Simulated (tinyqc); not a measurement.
Inside a calculation. Model: Cabrera-Mott growth of a thin oxide under its own electric field. Computed by tinyqc, a small Python program that keeps every step. Command: `OMP_NUM_THREADS=1 python tinyqc.py 3015043 3015044 out.jsonl cabrera walk`. One thread of a shared host (Intel(R) Xeon(R) Processor @ 2.30GHz), about 0.01 s of CPU time with the checks. Intermediate numbers are printed to about 7 digits and carried at full precision; extremes and crossings named in words are read from the listed rows.

Electrons cross the film freely and set a fixed potential V across it; the field V/x lowers the barrier for ions entering the oxide.

Inputs (values chosen for the exercise, for a model metal):

| quantity | value | unit |
|---|---|---|
| barrier W | 1.58 | eV |
| Mott potential V | 0.85 | V |
| ion charge number z | 1 | - |
| half jump distance b | 1.5 | angstrom |
| prefactor u0 = N Omega nu | 6.3e+13 | angstrom/s |
| temperature T | 400 | K |
| starting thickness x0 | 3.5 | angstrom |
| time t | 570 | s |

Backward hops: kept.

Constants: k_B = 8.617333262e-05 eV/K.

## Scales

u = u0 exp(-W/(k_B T)), X1 = z b V/(k_B T) with V in volts and k_B T in eV; dx/dt = 2 u sinh(X1/x).

u = 7.802194e-07 angstrom/s

X1 = 36.98940 angstrom

## Field and rate at the start

Field E = V/x; the barrier is lowered by z b V/x.

field = 24.28571 MV/cm

barrier lowering = 0.3642857 eV

rate = 0.03033994 angstrom/s

## Thickness after time t

t(x) = int_(x0)^x dx / (dx/dt) by Gauss-Legendre quadrature (80 points on each side of (x0 + 2 x)/3), solved for x.

thickness x = 5.171969 angstrom

rate at time t = 9.959711e-04 angstrom/s

field at time t = 16.43475 MV/cm

X1/x = 7.15: the field term still rules. Caution: the starting field or rate is formal: the first layers form as fast as oxygen arrives.

## Limiting thickness

Growth counts as stopped when u exp(X1/x) falls to 1e-5 angstrom/s: x_L = X1/ln(1e-5/u), defined while u is below that rate; the critical temperature is T_c = W/(k_B ln(u0/1e-5)).

limiting thickness x_L = 14.50130 angstrom

critical temperature T_c = 423.5707 K

T is below T_c, so the rate is below that level in any film thicker than x_L; growth goes on there, ever more slowly, and so near T_c x_L is no real limit.

## Growth over eight decades

Closed form for thin films (leading term of the integral): x solves (x^2/(u X1)) exp(-X1/x) = t.

Thickness:

| t (s) | x (angstrom) | 1/x (1/angstrom) | closed form (angstrom) |
|---|---|---|---|
| 1.00e+00 | 3.5290 | 0.2833635 | 2.93427 |
| 1.00e+01 | 3.7178 | 0.2689786 | 3.47576 |
| 1.00e+02 | 4.3496 | 0.2299036 | 4.23483 |
| 1.00e+03 | 5.5113 | 0.1814464 | 5.35866 |
| 1.00e+04 | 7.4614 | 0.1340224 | 7.14641 |
| 1.00e+05 | 11.0767 | 0.0902798 | 10.27570 |
| 1.00e+06 | 19.0578 | 0.0524720 | 16.49033 |
| 1.00e+07 | 41.0975 | 0.0243324 | 30.90572 |
| 1.00e+08 | 111.8817 | 0.0089380 | 69.97373 |

Per decade of time the film gains 0.19 angstrom at first and 71 at the end. The inverse-logarithmic law predicts -X1 d(1/x)/d ln t near 1; the rows give 0.23 at first and 0.25 at the end. The closed form misses by at most a factor 1.6, as it needs x well below X1 and above x0. In the last rows x grows as t^0.43, approaching the parabolic law x^2 = 4 u X1 t of weak fields. Caution: rows beyond about 10 nm exceed the range where electrons tunnel freely and hold a fixed Mott potential.

Checks made by the program: quadrature against adaptive integration (relative difference below 1e-10).
